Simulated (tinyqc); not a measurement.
Sp3 tight binding, zinc-blende lattice, step by step. Computed by tinyqc, a small Python program that keeps every step. Command: `OMP_NUM_THREADS=1 python tinyqc.py 31105 31106 out.jsonl` (the two numbers bound the seeds that draw the settings). One thread of a shared host (Intel(R) Xeon(R) Processor @ 2.60GHz), about 0.01 s of CPU time with the checks.

## Bloch Hamiltonian at k

Parameters chosen for this model: zinc-blende lattice, anion at 0, cation at a/4 (1,1,1); V = eta hbar^2 / (m d^2), hbar^2/m = 7.619964 eV angstrom^2:
```
parameter          value      unit
a               5.420000  angstrom
d               2.346929  angstrom
Es anion      -13.840000        eV
Ep anion       -6.060000        eV
Es cation     -13.840000        eV
Ep cation      -6.060000        eV
eta ss         -1.320000
eta sp          1.420000
eta pp sigma    2.220000
eta pp pi      -0.630000
V ss           -1.826110        eV
V sp            1.964452        eV
V pp sigma      3.071186        eV
V pp pi        -0.871553        eV
```

k point k (2 pi / a): [-0.1200, 0.1100, 0.7700]

Slater-Koster rules over the four bonds with direction cosines (l, m, n): ss V_ss; s-px l V_sp; px-s -l V_sp; px-px l^2 V_pps + (1 - l^2) V_ppp; px-py l m (V_pps - V_ppp); each times exp(i k.d).

H(k) at k (eV), order a s, a px, a py, a pz, c s, c px, c py, c pz:
```
[[-13.8400, 0.0000, 0.0000, 0.0000, -2.4984-0.2201i, -0.7167-0.2960i, 0.7834+0.2708i, 0.0517+4.1066i],
 [0.0000, -6.0600, 0.0000, 0.0000, 0.7167+0.2960i, 0.6057+0.0534i, 0.0599+4.7586i, 0.9077+0.3138i],
 [0.0000, 0.0000, -6.0600, 0.0000, -0.7834-0.2708i, 0.0599+4.7586i, 0.6057+0.0534i, -0.8305-0.3430i],
 [0.0000, 0.0000, 0.0000, -6.0600, -0.0517-4.1066i, 0.9077+0.3138i, -0.8305-0.3430i, 0.6057+0.0534i],
 [-2.4984+0.2201i, 0.7167-0.2960i, -0.7834+0.2708i, -0.0517+4.1066i, -13.8400, 0.0000, 0.0000, 0.0000],
 [-0.7167+0.2960i, 0.6057-0.0534i, 0.0599-4.7586i, 0.9077-0.3138i, 0.0000, -6.0600, 0.0000, 0.0000],
 [0.7834-0.2708i, 0.0599-4.7586i, 0.6057-0.0534i, -0.8305+0.3430i, 0.0000, 0.0000, -6.0600, 0.0000],
 [0.0517-4.1066i, 0.9077-0.3138i, -0.8305+0.3430i, 0.6057-0.0534i, 0.0000, 0.0000, 0.0000, -6.0600]]
```

## Levels at k

Diagonalise the Hermitian matrix.

eigenvalues (eV): [-17.8020, -13.9261, -11.0703, -10.9180, -4.3380, -3.8159, -1.2017, -0.9679]

weights |c|^2 of the basis functions, order a s, a px, a py, a pz, c s, c px, c py, c pz:
```
[[0.4476, 0.3625, 0.0051, 0.0000, 0.1270, 0.0562, 0.0000, 0.0016],
 [0.0012, 0.0105, 0.2247, 0.2542, 0.0138, 0.0106, 0.2524, 0.2325],
 [0.0013, 0.0117, 0.2302, 0.2456, 0.0168, 0.0125, 0.2476, 0.2345],
 [0.0498, 0.1153, 0.0400, 0.0002, 0.3424, 0.4208, 0.0000, 0.0314],
 [0.4476, 0.3625, 0.0051, 0.0000, 0.1270, 0.0562, 0.0000, 0.0016],
 [0.0012, 0.0105, 0.2247, 0.2542, 0.0138, 0.0106, 0.2524, 0.2325],
 [0.0013, 0.0117, 0.2302, 0.2456, 0.0168, 0.0125, 0.2476, 0.2345],
 [0.0498, 0.1153, 0.0400, 0.0002, 0.3424, 0.4208, 0.0000, 0.0314]]
```

## Bloch Hamiltonian at X

k point X (2 pi / a): [1, 0, 0]

As before.

H(k) at X (eV), order a s, a px, a py, a pz, c s, c px, c py, c pz:
```
[[-13.8400, 0.0000, 0.0000, 0.0000, 0.0000, 0.0000+4.5367i, 0.0000, 0.0000],
 [0.0000, -6.0600, 0.0000, 0.0000, 0.0000-4.5367i, 0.0000, 0.0000, 0.0000],
 [0.0000, 0.0000, -6.0600, 0.0000, 0.0000, 0.0000, 0.0000, 0.0000+5.2570i],
 [0.0000, 0.0000, 0.0000, -6.0600, 0.0000, 0.0000, 0.0000+5.2570i, 0.0000],
 [0.0000, 0.0000+4.5367i, 0.0000, 0.0000, -13.8400, 0.0000, 0.0000, 0.0000],
 [0.0000-4.5367i, 0.0000, 0.0000, 0.0000, 0.0000, -6.0600, 0.0000, 0.0000],
 [0.0000, 0.0000, 0.0000, 0.0000-5.2570i, 0.0000, 0.0000, -6.0600, 0.0000],
 [0.0000, 0.0000, 0.0000-5.2570i, 0.0000, 0.0000, 0.0000, 0.0000, -6.0600]]
```

## Levels at X

As before.

eigenvalues (eV): [-15.9261, -15.9261, -11.3170, -11.3170, -3.9739, -3.9739, -0.8030, -0.8030]

## Bands along a path

The same steps at evenly spaced points between the labelled ones.

Bands along the path (eV):
```
k           band 1    band 2    band 3    band 4   band 5   band 6   band 7   band 8
L         -18.4151  -14.2405   -9.5739   -9.5739  -6.3789  -2.5461  -2.5461  -0.7655
L-G 0.33  -19.3990  -12.7467   -9.2293   -9.2293  -6.2432  -2.8907  -2.8907  -1.4111
L-G 0.67  -20.6587   -9.9904   -8.3921   -8.3921  -6.0711  -3.7279  -3.7279  -3.0797
G         -21.1444   -7.8308   -7.8308   -7.8308  -6.5356  -4.2892  -4.2892  -4.2892
G-X 0.33  -20.4882   -9.8226   -9.1031   -9.1031  -5.2852  -4.2041  -3.0169  -3.0169
G-X 0.67  -18.6387  -12.8168  -10.6980  -10.6980  -4.3163  -4.0281  -1.4220  -1.4220
X         -15.9261  -15.9261  -11.3170  -11.3170  -3.9739  -3.9739  -0.8030  -0.8030
X-W 0.33  -15.9261  -15.9261  -11.3170  -11.3170  -3.9739  -3.9739  -0.8030  -0.8030
X-W 0.67  -15.9261  -15.9261  -11.3170  -11.3170  -3.9739  -3.9739  -0.8030  -0.8030
W         -15.9261  -15.9261  -11.3170  -11.3170  -3.9739  -3.9739  -0.8030  -0.8030
```

With 4 band(s) filled, the highest filled level on these points lies at G and the lowest empty one at G: a gap of 1.2952 eV, direct.
